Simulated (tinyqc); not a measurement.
Worked calculation: nanosheet or nanowire with hard walls, valleys of the Si type. Values are carried at full precision from step to step, so a last printed digit may differ when a step is redone from the rounded ones.

Six ellipsoidal valleys along the cube axes: inverse mass tensor w = 1/mt + (1/ml - 1/mt) a a^T with a the unit axis. Device axes: x along the channel, z = [001], y = z x x.

Constants: hbar^2/2m0 = 3.80998211 eV angstrom^2; hbar = 6.58211957e-16 eV s; e^2/h = 3.874045865e-05 S; kB = 8.617333262e-05 eV/K.

Values chosen for the exercise (near those of Si; not measured data):

| symbol | value | unit | meaning |
|---|---|---|---|
| ml | 0.899 | m0 | longitudinal mass |
| mt | 0.186 | m0 | transverse mass |
| channel | 110 |  | transport direction x on a (001) wafer |
| W | 75 | angstrom | width, along y |
| H | 48 | angstrom | height, along z = [001] |
| dE | 0.111 | eV | EF above the lowest subband edge |
| T | 350 | K | temperature |
| g_all | 6 |  | number of valleys |

## Valley masses for a [110] channel

Rotate w into the device axes and group equal valleys (|w_yz| counts); order by w_zz, then w_yy. 1/m_x = w_xx - w_xc w_c^-1 w_cx with c the block (y, z).

Valleys:

| group | valleys g | w_yy | w_zz | \|w_yz\| | m_x (m0) |
|---|---|---|---|---|---|
| A | 2 | 5.3763 | 1.1123 | 0.0000 | 0.1860 |
| B | 4 | 3.2443 | 5.3763 | 0.0000 | 0.5425 |

The lightest transport mass, 0.186 m0, belongs to group A.

## One-dimensional subbands

Hard walls around a W x H rectangle. The block w_c of w in (y, z) confines; the transport mass follows from 1/m_x = w_xx - w_xc w_c^-1 w_cx. The cross-section problem c (w_yy ky^2 + 2 w_yz ky kz + w_zz kz^2), c = hbar^2/2m0, is solved in products sin(n pi y/W) sin(l pi z/H), n, l = 1 to 12; if w_yz = 0 the levels are c pi^2 (w_yy n^2/W^2 + w_zz l^2/H^2). The w_yz term couples (n, l) to (n', l') by -2 c w_yz D_nn'(W) D_ll'(H) with D_nm(L) = 4 n m/(L (n^2 - m^2)) for n + m odd and 0 otherwise.

The ten lowest levels of all groups together, numbered within each group.

Subbands:

| label | valleys g | m_x (m0) | E (eV) |
|---|---|---|---|
| A1 | 2 | 0.1860 | 0.0541 |
| A2 | 2 | 0.1860 | 0.1086 |
| B1 | 4 | 0.5425 | 0.1094 |
| A3 | 2 | 0.1860 | 0.1619 |
| B2 | 4 | 0.5425 | 0.1745 |
| A4 | 2 | 0.1860 | 0.1993 |
| A5 | 2 | 0.1860 | 0.2164 |
| B3 | 4 | 0.5425 | 0.2829 |
| A6 | 2 | 0.1860 | 0.3072 |
| A7 | 2 | 0.1860 | 0.3264 |

The lowest subband is A1; the number of further ones in the list within kB T = 30.2 meV of it at 350 K is 0.

## Modes, density and velocity at zero temperature

With EF = E_lowest + dE, each subband below EF has k_F = sqrt(m_x (EF - E)/c), carries n = 2 g k_F/pi electrons per length (spin included), moves at v = 2 c k_F/(hbar m_x) and adds 2 g e^2/h to the ballistic conductance; c = hbar^2/2m0, 1 angstrom/s = 1e-8 cm/s.

Occupied subbands:

| label | k_F (1/angstrom) | n (1/nm) | v (1e7 cm/s) |
|---|---|---|---|
| A1 | 0.0736 | 0.937 | 4.58 |
| A2 | 0.0525 | 0.669 | 3.27 |
| B1 | 0.0890 | 2.267 | 1.90 |
| A3 | 0.0125 | 0.159 | 0.78 |

total n = 4.032 1/nm
ballistic conductance = 774.8 microsiemens

EF lies below the last listed level, so the count is complete for these valleys (other families, and non-parabolicity above about 0.2 eV, are left out): 4 subbands with 10 valley modes. The Fermi velocity, averaged with the densities as weights, is 2.71 x 1e7 cm/s; the mean over all filled states moving one way is half of it.

## Threshold shift from confinement

Without degeneracy the line density is N1 exp((EF - Ec)/kB T) with N1 = sum 2 g sqrt(m_x kB T/(4 pi c)) exp(-E/kB T), here over n, l up to 80 where w_yz = 0 and over all levels of a 12 x 12 sine basis otherwise; the classical value is W H Nc with Nc = 2 g_all (m_dos kB T/(4 pi c))^(3/2), m_dos = (ml mt^2)^(1/3); dVt = kB T ln(W H Nc/N1).

Form N1, W H Nc and dVt.

N1 = 0.1308 1/nm
W H Nc = 1.205 1/nm
dVt = 67.0 mV

## Checks

- Lowest level of group A on a 40 x 40 difference grid against the sine basis, eV: both 0.054.

Run: tinyqc, `OMP_NUM_THREADS=1 python tinyqc.py 1280525 1280526 out.jsonl`; Intel(R) Xeon(R) Processor @ 2.30GHz, one thread, shared host; about 0.04 s of CPU time with all checks.
